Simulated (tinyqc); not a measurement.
Capacitance shares from swing and barrier lowering.

Problem. Below threshold the charge is negligible, so the band edge moves as -(aG Vg + aD Vd), aG = CG/CS, aD = CD/CS (CG, CD the capacitances of the barrier top to gate and drain, CS the total), and I goes as exp((aG Vg + aD Vd)/Vt) once Vd is well above Vt. Find aG, aD, CS and CD.

Inputs (values chosen for the exercise): temperature T = 200 K.

Constants: q = 1.602176634e-19 C, kB = 1.380649e-23 J/K, Vt = kB T/q. Results are converted to the units shown.

swing = 52.216166 mV/decade
DIBL = 61.842105 mV/V
CG = 12.986142 uF/cm^2

Solution. The swing is Vt ln 10/aG and the DIBL, -dVg/dVd at fixed current, is aD/aG.

aG = 0.760
aD = 0.0470
CS = 17.1 uF/cm^2
CD = 0.803 uF/cm^2

Numbers from tinyqc (`OMP_NUM_THREADS=1 python tinyqc.py 2400109 2400110 out.jsonl`; about 0.01 s on one thread of a shared Intel Xeon 2.30GHz).
